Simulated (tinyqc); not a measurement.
# Field from the level spacing

Question. In a triangular well E_k = a_k (C F^2/mz1)^(1/3), a_1 = 2.338107, a_2 = 4.087949, C = hbar^2/(2 m0), F in eV/nm (1 MV/cm = 0.1 eV/nm). Find F, E_1, the mean distance 2 E_1/(3 F) of the lowest level and the sheet charge eps0 eps_r F/q behind such a field.

Inputs (values chosen for the exercise):

| symbol | value | unit | meaning |
|---|---|---|---|
| eps_r | 11.6 |  | relative permittivity |
| mz1 | 0.932 | m0 | mass along z of valley set A (2 valley(s)) |

Constants: q = 1.602176634e-19 C, hbar = 1.054571817e-34 J s, m0 = 9.1093837015e-31 kg, eps0 = 8.8541878128e-14 F/cm where lengths are in cm, hbar^2/(2 m0) = 0.0380998212 eV nm^2. Results are converted to the units shown.

spacing of the two lowest levels = 153.09976 meV

Answer. The spacing over a_2 - a_1 is the energy scale (C F^2/mz1)^(1/3), which gives F.

F = 1.28 MV/cm
E_1 = 205 meV
mean distance = 1.07 nm
sheet charge over q = 8.21e12 cm^-2

Numbers from tinyqc (`OMP_NUM_THREADS=1 python tinyqc.py 2160066 2160067 out.jsonl`; about 0.8 s on one thread of a shared Intel Xeon 2.30GHz).
